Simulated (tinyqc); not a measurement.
Wafer and channel orientation: ellipsoidal valleys in the axes of a wafer and a channel.

Valleys with axes a along x, y and z, two valleys each; inverse mass tensor w = 1/mt + (1/ml - 1/mt) a a. Device axes: z = nz/|nz|, x = nx/|nx|, y = z cross x; in them a = (ax, ay, az). Confinement mass mz = 1/w_zz. In the plane w_ij is replaced by u_ij = w_ij - w_iz w_jz/w_zz (i, j = x, y); density-of-states mass md = 1/sqrt(det u); conductivity mass along x mc = 1/u_xx; ballistic transport mass mx = u_yy/det u, width mass my = 1/u_yy.

Hard walls: E_n = c (n pi/t)^2/mz, c = hbar^2/2m0, n = 1, 2, 3. Non-degenerate share of a valley proportional to md sum_n exp(-E_n/kT); mean 1/mc = sum of share/mc. 1 nm = 10 angstrom.

Constants: hbar^2/2m0 = 3.80998211 eV angstrom^2; kB = 8.617333262e-05 eV/K.

Inputs chosen for the exercise (near those of the Delta valleys of Si; the results hold for these values, not for the real material):

| symbol | value | unit | meaning |
|---|---|---|---|
| ml | 0.885 | m0 | longitudinal mass |
| mt | 0.188 | m0 | transverse mass |
| t | 5.2 | nm | thickness of the film |
| T | 77 | K | temperature |

For each face/channel: the lowest ladder (mz, number of valleys, md, E1, share) and the mean conductivity mass over all valleys.

Results:

| face/channel | mz | valleys | md | E1 (meV) | share | mean mc |
|---|---|---|---|---|---|---|
| (113)/[1-10] | 0.529 | 2 | 0.243 | 26.3 | 0.995 | 0.1884 |
| (111)/[1-10] | 0.255 | 6 | 0.350 | 54.6 | 1.000 | 0.2919 |
| (110)/[1-10] | 0.310 | 4 | 0.318 | 44.8 | 0.992 | 0.5288 |
| (210)/[001] | 0.508 | 2 | 0.248 | 27.4 | 0.991 | 0.1882 |
| (001)/[100] | 0.885 | 2 | 0.188 | 15.7 | 0.999 | 0.1880 |
| (110)/[001] | 0.310 | 4 | 0.318 | 44.8 | 0.992 | 0.1892 |
| (112)/[11-1] | 0.396 | 2 | 0.281 | 35.1 | 0.968 | 0.4128 |

The mean conductivity mass is lowest, 0.1880, for (001)/[100] and highest, 0.5288, for (110)/[1-10]; the bulk value is 0.2549. The confinement energy is lowest on the face with the heaviest mz ((001), 16 meV). The density of states of the lowest ladder, valleys times md, runs between 0.376 and 2.102; a small value limits the charge through the quantum capacitance.

Computed by tinyqc, a small Python program: `OMP_NUM_THREADS=1 python tinyqc.py 1851240 1851241 out.jsonl` (the numbers bound the seed that draws the inputs); one thread of a shared host (Intel(R) Xeon(R) Processor @ 2.30GHz), about 0.01 s for the whole set of steps.
